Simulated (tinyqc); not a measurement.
Inside a calculation. Method: plane-wave Kohn-Sham cycle with exchange-only LDA in a layered model solid. Computed by tinyqc, a small Python program that keeps every step. Settings: points = 16, plane-wave index or count = 2, electrons = 2, k points = 3, area = 29.0, mixing = 1.0, iteration cap = 76. Command: `OMP_NUM_THREADS=1 python tinyqc.py 24747 24748 out.jsonl` (the two numbers bound the seeds that draw the settings). One thread of a shared host (Intel(R) Xeon(R) Processor @ 2.60GHz), about 0.01 s of CPU time with the checks. Later iterations appear only in the table of the cycle.

## Iteration 1: potential

A solid whose potential varies along x alone (atomic units):
```
parameter                      value
period a                   15.300000
cross-section of the cell  29.000000
electrons per cell                 2
grid points                       16
plane waves -n..n, n               2
k points                           3
V1 in V1 cos(2 pi x/a)     -0.510000
V2 in V2 cos(4 pi x/a)     -0.190000
```

density at the start, on the grid x_j = j a/N (e/bohr^3): 0.00450755  0.00450755  0.00450755  0.00450755  0.00450755  0.00450755  0.00450755  0.00450755  0.00450755  0.00450755  0.00450755  0.00450755  0.00450755  0.00450755  0.00450755  0.00450755

V_H(G) = 4 pi rho(G)/G^2 for G != 0 (uniform background); v_x = -(3 rho/pi)^(1/3); V = V_ext + V_H + v_x; Fourier components f(G_m) = (1/N) sum_j f(x_j) exp(-i G_m x_j).

Potentials on the grid (hartree):
```
x              V_ext       V_H        v_x          V
0.000000   -0.700000  0.000000  -0.162669  -0.862669
0.956250   -0.605529  0.000000  -0.162669  -0.768198
1.912500   -0.360624  0.000000  -0.162669  -0.523293
2.868750   -0.060818  0.000000  -0.162669  -0.223487
3.825000    0.190000  0.000000  -0.162669   0.027331
4.781250    0.329519  0.000000  -0.162669   0.166850
5.737500    0.360624  0.000000  -0.162669   0.197956
6.693750    0.336828  0.000000  -0.162669   0.174160
7.650000    0.320000  0.000000  -0.162669   0.157331
8.606250    0.336828  0.000000  -0.162669   0.174160
9.562500    0.360624  0.000000  -0.162669   0.197956
10.518750   0.329519  0.000000  -0.162669   0.166850
11.475000   0.190000  0.000000  -0.162669   0.027331
12.431250  -0.060818  0.000000  -0.162669  -0.223487
13.387500  -0.360624  0.000000  -0.162669  -0.523293
14.343750  -0.605529  0.000000  -0.162669  -0.768198
```

V(G_m), m = 0, 1, 2, ... (hartree): -0.162669  -0.255000  -0.095000  0.000000  0.000000

## Iteration 1: Hamiltonian at one k

k = 0.000000 2 pi / a

H(m,m') = (k + G_m)^2/2 delta + V(G_m - G_m'), with V(-G) = V(G).

H (hartree), lower triangle:
```
           -2         -1         +0         +1        +2
-2   0.174624
-1  -0.255000  -0.078346
+0  -0.095000  -0.255000  -0.162669
+1   0.000000  -0.095000  -0.255000  -0.078346
+2   0.000000   0.000000  -0.095000  -0.255000  0.174624
```

## Iteration 1: levels at that k

Diagonalise the Hermitian matrix.

eigenvalues (hartree): -0.624922  -0.171313  0.144316  0.319216  0.362592

## Iteration 1: new density

Motion across x is left out: the lowest 1 band(s) hold two electrons at each of the k points (j + 1/2)/nk - 1/2. Residual R = rho(out) - rho(in); rho(new) = rho(in) + 1 R. rho(out) = 2/(a A nk) sum |psi|^2 with psi = sum c exp(i G x). Harris energy E = band energy - dV sum rho (V_H/2 + v_x) + (3/4) dV sum rho v_x with rho(in), dV = a A/N, band energy = (2/nk) sum of the filled levels.

rho(out) (e/bohr^3): 0.01955849  0.01581862  0.00803353  0.00216253  0.00016616  0.00003151  0.00001792  0.00001754  0.00006670  0.00001754  0.00001792  0.00003151  0.00016616  0.00216253  0.00803353  0.01581862

density after iteration 1 (e/bohr^3): 0.01955849  0.01581862  0.00803353  0.00216253  0.00016616  0.00003151  0.00001792  0.00001754  0.00006670  0.00001754  0.00001792  0.00003151  0.00016616  0.00216253  0.00803353  0.01581862

energy per cell = -1.16444782 hartree

## Iteration 2: potential

As before.

Potentials on the grid (hartree):
```
x              V_ext        V_H        v_x          V
0.000000   -0.700000   0.683239  -0.265319  -0.282080
0.956250   -0.605529   0.600545  -0.247199  -0.252183
1.912500   -0.360624   0.391886  -0.197224  -0.165962
2.868750   -0.060818   0.140633  -0.127344  -0.047529
3.825000    0.190000  -0.087604  -0.054137   0.048258
4.781250    0.329519  -0.267698  -0.031102   0.030719
5.737500    0.360624  -0.396374  -0.025767  -0.061517
6.693750    0.336828  -0.473480  -0.025588  -0.162239
7.650000    0.320000  -0.499055  -0.039935  -0.218990
8.606250    0.336828  -0.473480  -0.025588  -0.162239
9.562500    0.360624  -0.396374  -0.025767  -0.061517
10.518750   0.329519  -0.267698  -0.031102   0.030719
11.475000   0.190000  -0.087604  -0.054137   0.048258
12.431250  -0.060818   0.140633  -0.127344  -0.047529
13.387500  -0.360624   0.391886  -0.197224  -0.165962
14.343750  -0.605529   0.600545  -0.247199  -0.252183
```

V(G_m), m = 0, 1, 2, ... (hartree): -0.107624  -0.027305  -0.072493  0.010023  0.003150

## Iteration 2: Hamiltonian at one k

k = 0.000000 2 pi / a

As before.

H (hartree), lower triangle:
```
           -2         -1         +0         +1        +2
-2   0.229669
-1  -0.027305  -0.023300
+0  -0.072493  -0.027305  -0.107624
+1   0.010023  -0.072493  -0.027305  -0.023300
+2   0.003150   0.010023  -0.072493  -0.027305  0.229669
```

## Iteration 2: levels at that k

As before.

eigenvalues (hartree): -0.162417  -0.069603  0.041656  0.234056  0.261422

## Iteration 2: new density

As before.

rho(out) (e/bohr^3): 0.01644123  0.01389782  0.00831839  0.00346073  0.00103084  0.00030308  0.00022368  0.00036857  0.00047334  0.00036857  0.00022368  0.00030308  0.00103084  0.00346073  0.00831839  0.01389782

density after iteration 2 (e/bohr^3): 0.01644123  0.01389782  0.00831839  0.00346073  0.00103084  0.00030308  0.00022368  0.00036857  0.00047334  0.00036857  0.00022368  0.00030308  0.00103084  0.00346073  0.00831839  0.01389782

energy per cell = -0.74874393 hartree

## Convergence

Stop when sqrt(dV sum R^2) is below 1e-8, dV = a A/N.

Course of the cycle:
```
iteration  E (hartree)  norm of the residual
1          -1.16444782              1.39e-01
2          -0.74874393              2.51e-02
3          -0.74647146              8.04e-03
4          -0.74579777              2.94e-03
5          -0.74573632              1.00e-03
6          -0.74572835              3.48e-04
7          -0.74572742              1.21e-04
8          -0.74572731              4.19e-05
9          -0.74572730              1.45e-05
10         -0.74572729              5.04e-06
11         -0.74572729              1.75e-06
12         -0.74572729              6.06e-07
13         -0.74572729              2.10e-07
14         -0.74572729              7.29e-08
15         -0.74572729              2.53e-08
16         -0.74572729              8.77e-09
```

Converged in 16 iterations. Before convergence this energy mixes input and output and is not variational, so it may rise towards its limit.
